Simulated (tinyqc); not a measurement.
From results back to parameters: Wannier exciton and Elliott formula.

Problem. Bulk exciton lines lie at Eg - Ry*/n^2 with Ry* = Ry mu/eps^2. Lines n = 1 and 3 were computed from hidden Eg and mu.

Constants: Ry = 13.60569312 eV; a0 (Bohr radius) = 0.5291772105 angstrom.

Inputs chosen for the exercise (out of a larger set: near those of InGaAs; not measured data): eps = 14.2 (dielectric constant).

lines (eV): 0.791096  0.792788

Find: Ry*; Eg; mu; a* = a0 eps/mu.

Solution. The spacing is Ry* (1/1 - 1/9).

Ry* = 1.90 meV
Eg = 0.7930 eV
mu = 0.028 m0
a* = a0 eps/mu = 266 angstrom

Run: tinyqc, `OMP_NUM_THREADS=1 python tinyqc.py 1282109 1282110 out.jsonl`; Intel(R) Xeon(R) Processor @ 2.30GHz, one thread, shared host; about 0.01 s of CPU time with all checks.
